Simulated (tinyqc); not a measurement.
Worked calculation: bound state in one dimension: Numerov shooting, finite differences, DVR. Computed by tinyqc, a small Python program that keeps every step. Settings: points = 64. Command: `OMP_NUM_THREADS=1 python tinyqc.py 23037 23038 out.jsonl` (the two numbers bound the seeds that draw the settings). One thread of a shared host (Intel(R) Xeon(R) Processor @ 2.60GHz), about 0.01 s of CPU time with the checks.

## Numerov steps at E = -6.71

One particle of mass 1 in V = -6.85 exp(-x^2/1.7^2) (atomic units), psi = 0 at both ends:
```
parameter                value
left end                    -7
right end                    7
intervals                   64
h                     0.218750
state sought (nodes)         2
```

k_i = 2 m (E - V_i); (1 + h^2 k_(i+1)/12) y_(i+1) = 2 (1 - 5 h^2 k_i/12) y_i - (1 + h^2 k_(i-1)/12) y_(i-1), from y_0 = 0, y_1 = 0.001.

Points along the way:
```
i         x          V         k            y
0   -7.0000  -2.97e-07  -13.4200       0.0000
1   -6.7812  -8.42e-07  -13.4200       0.0010
2   -6.5625  -2.31e-06  -13.4200       0.0027
3   -6.3438  -6.14e-06  -13.4200       0.0062
4   -6.1250  -1.58e-05  -13.4200       0.0139
5   -5.9062  -3.92e-05  -13.4199       0.0309
21  -2.4062    -0.9238  -11.5723   10458.6438
22  -2.1875    -1.3080  -10.8040   22059.2365
23  -1.9688    -1.7915   -9.8369   45428.0861
24  -1.7500    -2.3740   -8.6721   90703.5146
25  -1.5312    -3.0432   -7.3335  174221.9458
26  -1.3125    -3.7741   -5.8717  319301.4731
```

## Bisection on the node count

With more sign changes than the state has nodes (the last point included) the energy is too high, else too low; the bracket starts as -6.71 to -0.05.

Trials:
```
trial          E  sign changes  y at the right end   next
1      -3.380000             2            4.88e+08  raise
2      -1.715000             3           -6.80e+04  lower
3      -2.547500             2            3.74e+06  raise
4      -2.131250             3           -3.07e+05  lower
5      -2.339375             2            1.43e+05  raise
6      -2.235313             3           -2.39e+05  lower
7      -2.287344             3           -1.06e+05  lower
8      -2.313359             2            8.96e+02  raise
9      -2.300352             3           -5.65e+04  lower
10     -2.306855             3           -2.88e+04  lower
11     -2.310107             3           -1.42e+04  lower
12     -2.311733             3           -6.74e+03  lower
13     -2.312546             3           -2.94e+03  lower
14     -2.312953             3           -1.02e+03  lower
...          ...           ...                 ...    ...
28     -2.313170             3           -8.13e-02  lower
29     -2.313170             3           -2.27e-02  lower
30     -2.313170             2            6.64e-03  raise
```

eigenvalue = -2.313170 hartree

## The same grid by other methods

Three-point finite differences and the sine-DVR kinetic matrix of Colbert and Miller on the same points.

Lowest levels (hartree):
```
state  finite differences      DVR
0                 -5.8324  -5.8266
1                 -3.9443  -3.9205
2                 -2.3591  -2.3122
3                 -1.1050  -1.0452
4                 -0.2491  -0.2034
```
